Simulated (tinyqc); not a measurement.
Raising U: Hubbard ring of 6 sites, mean field against exact. Computed by the program tinyqc. 

one-body matrix (hopping and site energies) (eV):
```
         1        2        3        4        5        6
1   0.0000  -1.6600   0.0000   0.0000   0.0000  -1.6600
2  -1.6600   0.0000  -1.6600   0.0000   0.0000   0.0000
3   0.0000  -1.6600   0.0000  -1.6600   0.0000   0.0000
4   0.0000   0.0000  -1.6600   0.0000  -1.6600   0.0000
5   0.0000   0.0000   0.0000  -1.6600   0.0000  -1.6600
6  -1.6600   0.0000   0.0000   0.0000  -1.6600   0.0000
```

electrons, up and down: 3  2

Collinear unrestricted mean field (the lowest of 40 random starts) against exact diagonalisation.

Exact and mean-field results (eV):

| U | U/t | E exact | E mean field | mean \|n_up - n_down\| | double occupancy, exact | first gap in the sector |
|---|---|---|---|---|---|---|
| 0.8300 | 0.5000 | -10.828841 | -10.793890 | 0.1805 | 0.1511 | 0.0000 |
| 1.6600 | 1.0000 | -10.114585 | -9.976154 | 0.1984 | 0.1358 | 0.0000 |
| 3.3200 | 2.0000 | -8.906089 | -8.376137 | 0.2544 | 0.1074 | 0.0000 |
| 4.9800 | 3.0000 | -7.960200 | -6.877742 | 0.3682 | 0.0833 | 0.0000 |
| 6.6400 | 4.0000 | -7.229217 | -5.749920 | 0.6070 | 0.0643 | 0.0000 |
| 9.9600 | 6.0000 | -6.223056 | -4.618939 | 0.7411 | 0.0392 | 0.0000 |
| 13.2800 | 8.0000 | -5.592652 | -4.048666 | 0.7833 | 0.0254 | 0.0000 |
| 19.9200 | 12.0000 | -4.875244 | -3.479689 | 0.8118 | 0.0127 | 0.0000 |
| 33.2000 | 20.0000 | -4.247205 | -3.026058 | 0.8257 | 0.0049 | 0.0000 |

In absolute terms mean field is worst at U/t = 6.0, 1.604 eV too high: at small U it is nearly exact, and at large U it still misses the motion of the hole through a fluctuating spin background. Relative to the exact energy its error is 0.3 % at the smallest U, 29 % at most and 29 % at the largest. The double occupancy falls from 0.151 to 0.005.
